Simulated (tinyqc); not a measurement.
Luttinger-Kohn k.p, four valence bands, step by step. One step of it, computed by the program tinyqc.

Task: Bloch Hamiltonian at k. P = c g1 k^2, Q = c g2 (kx^2 + ky^2 - 2 kz^2), R = c sqrt3 [-g2 (kx^2 - ky^2) + 2i g3 kx ky], S = 2 c sqrt3 g3 (kx - i ky) kz, c = hbar^2/2m = 3.809982 eV angstrom^2; rows [P+Q, -S, R, 0], [-S*, P-Q, 0, R], [R*, 0, P-Q, S], [0, R*, S*, P+Q]. The path ends lie at |k| = 0.06 1/angstrom.

Luttinger parameters chosen for this model; energies are counted downward from the top of the valence band:

| parameter | value | unit |
|---|---|---|
| g1 | 5.650000 |  |
| g2 | 1.600000 |  |
| g3 | 2.660000 |  |

k point k (1/angstrom): 0.049000  -0.001000  -0.049000

Give: H(k) at k.

Result:

H(k) at k (eV), lower triangle (Hermitian):
```
                  3/2              1/2             -1/2    -3/2
3/2            0.0888
1/2    0.0843-0.0017i           0.1180
-1/2  -0.0253+0.0017i           0.0000           0.1180
-3/2           0.0000  -0.0253+0.0017i  -0.0843+0.0017i  0.0888
```
